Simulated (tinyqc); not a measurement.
Admittance spectroscopy and thermally stimulated current of one trap level in a depletion layer: one step, computed by the program tinyqc.

A Schottky junction on n-type material holds one donor-like electron trap; shallow donors are fully ionised and abrupt depletion edges are assumed.

Question. Temperature of the peak. N_c = 2 (2 pi m k_B T/h^2)^(3/2), v_th = sqrt(3 k_B T/m), emission rate e_n = sigma v_th N_c exp(-E_t/(k_B T)). Where the level crosses the Fermi level capture equals emission, so the trap follows the signal with the rate 2 e_n; G/omega peaks at omega = 2 e_n (the correction for large N_t/N is left out). Solve 2 e_n(T_p) = 2 pi f.

Inputs (values chosen for the exercise, modelled on n-type beta-Ga2O3):

| quantity | value | unit |
|---|---|---|
| density-of-states mass m | 0.275 | m_0 |
| shallow doping N | 4.5e+15 | 1/cm^3 |
| trap depth E_t below the band | 0.518 | eV |
| capture cross section sigma | 3.7e-16 | cm^2 |
| test frequency f | 1000 | Hz |

Constants: k_B = 1.380649e-23 J/K; m_0 = 9.1093837015e-31 kg; h = 6.62607015e-34 J s; k_B = 8.617333262e-05 eV/K.

Give: peak temperature T_p; N_c at T_p; e_n at T_p; E_c - E_F = k_B T_p ln(N_c/N).

Answer.

peak temperature T_p = 365.2 K

N_c at T_p = 4.861e+18 1/cm^3

e_n at T_p = 3142 1/s

E_c - E_F = k_B T_p ln(N_c/N) = 0.2198 eV
